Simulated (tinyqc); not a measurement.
Thickness from the minima: X-ray reflectivity of a thin film on silicon: critical angles, Parratt recursion, fringes and roughness. Computed by tinyqc, a small Python program. Command: `OMP_NUM_THREADS=1 python tinyqc.py 3120698 3120699 out.jsonl xrr walk`. One thread of a shared host (Intel(R) Xeon(R) Processor @ 2.30GHz), about 0.01 s of CPU time with the checks.

n = 1 - delta + i beta; the classical electron radius is r_e = 2.8179403e-6 nm. Layer 0 is vacuum, 1 the film, 2 the substrate.

Inputs (values chosen for the exercise, modelled on copper on silicon, copper K-alpha radiation):
```
quantity                                        value     unit
wavelength lambda                             0.15406       nm
film density rho                                 8.44   g/cm^3
effective electrons per unit mass, film          0.46    mol/g
beta/delta, film                                0.024        -
film thickness d                                 12.1       nm
roughness of the surface sigma_1                 0.88       nm
roughness of the interface sigma_2               0.79       nm
substrate density                                2.33   g/cm^3
effective electrons per unit mass, substrate    0.507    mol/g
beta/delta, substrate                           0.023        -
grazing angle theta                              1.46  degrees
```

Constants: N_A = 6.02214076e+23 1/mol.

Method:
- delta = r_e lambda^2 rho_e/(2 pi), rho_e = density x electrons per mass x N_A; critical angle sqrt(2 delta), q_c = 4 sqrt(pi r_e rho_e).
- k_j = (2 pi/lambda) sqrt(sin^2 theta - 2 delta_j + 2 i beta_j); r_ij = (k_i - k_j)/(k_i + k_j) x exp(-2 k_i k_j sigma^2) (Nevot-Croce); r = (r_01 + r_12 p)/(1 + r_01 r_12 p), p = exp(2 i k_1 d); R = |r|^2.
- Far above the critical angle the period is d theta = lambda/(2 d), or 2 pi/d in q; the envelope runs between (|r_01| - |r_12 p|)^2 and (|r_01| + |r_12 p|)^2; contrast = 2 a b/(a^2 + b^2) with a = |r_01|, b = |r_12 p|; roughness factors on the amplitudes are about exp(-q^2 sigma^2/2).
- Minima of R theta^4 are located on 6001 points over 7.5 periods, from 1.15 times the larger critical angle. With refraction, sin^2(theta_m) = 2 delta + m^2 (lambda/(2 d))^2, m integer or half-integer; the first six minima are used, and the first order is the one that minimises the largest residual of the least-squares line plus the distance of its intercept from 2 delta. Without refraction, d = lambda/(2 x mean step of sin theta).

Constants:
```
layer      rho_e (1/nm^3)        delta         beta  critical angle (degrees)  q_c (1/nm)
film              2338.04  2.48876e-05  5.97302e-07                  0.404230    0.575475
substrate          711.40  7.57263e-06  1.74170e-07                  0.222977    0.317437
```

period in theta = 0.364752 degrees

Minima:
```
order m  theta (degrees)  sin^2 theta
1                 0.5451    0.0000905
2                 0.8346    0.0002122
3                 1.1670    0.0004148
4                 1.5144    0.0006985
5                 1.8682    0.0010628
6                 2.2266    0.0015095
```

d with refraction = 12.099 nm

d without refraction = 13.128 nm

What does the comparison show, and why?

Against d = 12.1 nm the errors are -0.01 % with and +8.50 % without refraction. The orders are integers, as r_01 and r_12 have opposite signs for a film denser than the substrate.

Extremes, crossings and ranges named in words are read from the listed rows.
